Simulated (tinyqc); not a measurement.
Exchange-split free-electron bands and tunnelling magnetoresistance: sweeps and comparisons. A value that a table varies takes the place of the one given here.

Majority and minority bands E = c k^2/m -/+ Dx/2, c = hbar^2/2m0, so k_up = sqrt(m (EF + Dx/2)/c), k_dn = sqrt(m (EF - Dx/2)/c); n_s = k_s^3/(6 pi^2), D_s = m k_s/(4 pi^2 c).

Barrier: kappa = sqrt(mb phi/c), c = hbar^2/2m0. With a = k1/m, b = k2/m, w = kappa/mb, the transmission at normal incidence is T(k1, k2) = 4 a b w^2/[w^2 (a + b)^2 + (w^2 + a^2)(w^2 + b^2) sinh^2(kappa d)]. Parallel: G_P = T(up, up) + T(dn, dn); antiparallel: G_AP = 2 T(up, dn); TMR = (G_P - G_AP)/G_AP. Julliere: TMR = 2 P^2/(1 - P^2). Slonczewski factor: P_eff = P_k (w^2 - a_up a_dn)/(w^2 + a_up a_dn), P_k = (k_up - k_dn)/(k_up + k_dn).

Constants: hbar^2/2m0 = 3.80998211 eV angstrom^2.

Inputs chosen for the exercise:
- EF = 3.36 eV (Fermi energy above the mean band bottom)
- Dx = 4.53 eV (exchange splitting)
- m = 0.98 m0 (mass in the electrodes)
- mb = 0.94 m0 (mass in the barrier)
- d = 8.1 angstrom (barrier thickness)
- phi = 1.57 eV (barrier height above EF)

## Barrier height

Results:
```
phi (eV)  w (1/angstrom)    P_eff  TMR (%)       G_P
0.20               0.236  -0.3276    22.24    0.0742
0.40               0.334  -0.2762    16.13    0.0259
0.70               0.442  -0.2115     9.34   0.00651
1.0                0.528  -0.1583     5.15   0.00195
1.5                0.647  -0.0880     1.56  0.000346
2.0                0.747  -0.0337     0.23  7.73e-05
3.0                0.915   0.0446     0.40  5.97e-06
4.0                1.057   0.0984     1.96  6.71e-07
6.0                1.294   0.1675     5.77  1.66e-08
10                 1.671   0.2386    12.08  4.46e-11
```

P_eff vanishes where w^2 = a_up a_dn, at phi = 2.38 eV, inside the table; the lowest TMR listed is 0.23 % at 2 eV. TMR is 22.2 % at the lowest barrier and 12.1 % at the highest, against 35.4 % for Julliere with P_k; P_eff tends to +P_k for very high barriers and to -P_k for very low ones. G_P falls by 9.2 decades.

## Barrier thickness

Results:
```
d (angstrom)  kappa d       G_P      G_AP  TMR (%)
1               0.622      1.30      1.17    11.36
2               1.245     0.491     0.468     4.83
3               1.867     0.153     0.150     2.35
4               2.490    0.0452    0.0445     1.59
6               3.734   0.00378   0.00374     1.30
8               4.979  0.000314  0.000310     1.28
10              6.224  2.61e-05  2.57e-05     1.27
13              8.091  6.23e-07  6.15e-07     1.27
16              9.958  1.49e-08  1.47e-08     1.27
20             12.448  1.02e-10  1.01e-10     1.27
```

For thick barriers each angstrom costs a factor exp(2 kappa) = 3.47 in both conductances, and TMR settles at 1.27 % (the interface factor, which vanishes at (kappa/mb)^2 = k_up k_dn/m^2, reduces it below the value from the polarisation of k alone); it is within 0.1 point of that from d = 6 angstrom on. At 1 angstrom it is 11.36 %, where the barrier is thin and the mismatch of k_up and k_dn starts to rule, as it does fully for d -> 0.

## Exchange splitting

Dx takes the listed multiples of 2 EF.

Results:
```
Dx/(2 EF)    k_up    k_dn     P_k    P_eff  TMR (%)
0.10       0.9750  0.8819  0.0501  -0.0172     0.06
0.20       1.0184  0.8315  0.1010  -0.0339     0.23
0.35       1.0802  0.7495  0.1807  -0.0571     0.65
0.50       1.1386  0.6574  0.2679  -0.0750     1.13
0.65       1.1942  0.5500  0.3693  -0.0808     1.32
0.80       1.2473  0.4158  0.5000  -0.0519     0.54
0.90       1.2814  0.2940  0.6268   0.0348     0.25
0.97       1.3048  0.1610  0.7803   0.2608    14.60
```

P_k rises from 0.050 to 0.780, and TMR goes from 0.06 % to 14.6 %, not steadily: its largest value is 14.60 % at 0.97 and its smallest 0.06 % at 0.1; P_eff changes sign along the table. At Dx = 2 EF the minority band is empty (a half metal) and G_AP vanishes.

## What moves the magnetoresistance

All results formed anew. Each row changes one parameter from the base and keeps the others.

Results:
```
case                  P_k    P_eff  TMR (%)       G_P
base               0.3877  -0.0795     1.28  0.000277
Dx = 4.757 eV      0.4149  -0.0762     1.17  0.000272
EF = 3.696 eV      0.3423  -0.0964     1.88  0.000280
phi = 2.041 eV     0.3877  -0.0298     0.18  6.89e-05
mb = 0.752 m0      0.3877  -0.0373     0.29  0.000820
d = 10.1 angstrom  0.3877  -0.0795     1.27  2.30e-05
m = 1.176 m0       0.3877  -0.0451     0.41  0.000282
```

The largest shifts from the base row, up to three for each result and ties (the steps differ in size, so this ranks the rows, not the parameters). P_k: EF -0.0454, Dx +0.0271; unchanged at the printed digits by phi, mb, d and m. P_eff: phi +0.0498, mb +0.0422, m +0.0344; unchanged at the printed digits by d. TMR (%): phi -1.10, mb -0.99, m -0.86. G_P: mb +0.000542, d -0.000254, phi -0.000208.

Run: tinyqc, `OMP_NUM_THREADS=1 python tinyqc.py 1651143 1651144 out.jsonl`; Intel(R) Xeon(R) Processor @ 2.30GHz, one thread, shared host; about 0.01 s of CPU time with all checks.
